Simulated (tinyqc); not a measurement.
Inside a calculation. Method: Ewald sum of point charges, displaced rock salt lattice. Computed by tinyqc, a small Python program that keeps every step. Command: `OMP_NUM_THREADS=1 python tinyqc.py 20808 20809 out.jsonl` (the two numbers bound the seeds that draw the settings). One thread of a shared host (Intel(R) Xeon(R) Processor @ 2.60GHz), about 0.06 s of CPU time with the checks.

## Ewald sum with eta = 0.385 1/bohr

cell vectors (rows) (bohr):
```
          1         2         3
1  0.000000  4.165000  4.165000
2  4.165000  0.000000  4.165000
3  4.165000  4.165000  0.000000
```

Charges:
```
q                f1        f2        f3
1.000000   0.000000  0.000000  0.000000
-1.000000  0.490000  0.540000  0.500000
```

Real space: 1/2 sum q_i q_j erfc(eta r)/r over all images with r > 0; reciprocal space: (2 pi/V) sum_(G != 0) exp(-G^2/4 eta^2)/G^2 |S(G)|^2 with S(G) = sum q exp(i G.r); self term -eta/sqrt(pi) sum q^2; background -pi Q^2/(2 V eta^2), Q the total charge.

Real-space shells (first ones):
```
r (bohr)  pairs  sum (hartree)
4.000569      2      -0.007347
4.043698      2      -0.006847
4.128605      2      -0.005954
4.211802      2      -0.005184
4.293386      2      -0.004520
4.333602      2      -0.004222
5.890199     24       0.002732
7.022195      2      -0.000019
7.071429      2      -0.000017
7.168883      2      -0.000013
7.217117      4      -0.000024
7.265030      2      -0.000011
```

Reciprocal shells (first ones that count):
```
G^2 (1/bohr^2)  vectors  sum (hartree)
1.706833              8       0.045524
2.275777              6       0.000084
4.551554             12       3.60e-06
6.258387             24       0.000017
6.827331              8       5.13e-08
9.103108              6       8.28e-10
10.809941            24       4.48e-09
```

## The total does not depend on eta

The same sums for other eta.

Totals (hartree per cell):
```
eta            real  reciprocal       self  background        total
0.385000  -0.031438    0.045629  -0.434426    0.000000  -0.42023569
0.596000  -0.000689    0.252967  -0.672514    0.000000  -0.42023569
0.838000  -1.47e-06    0.525348  -0.945582    0.000000  -0.42023569
```

shortest distance = 4.000569 bohr

Madelung constant -E d / (formula units |q+ q-|) = 1.681182
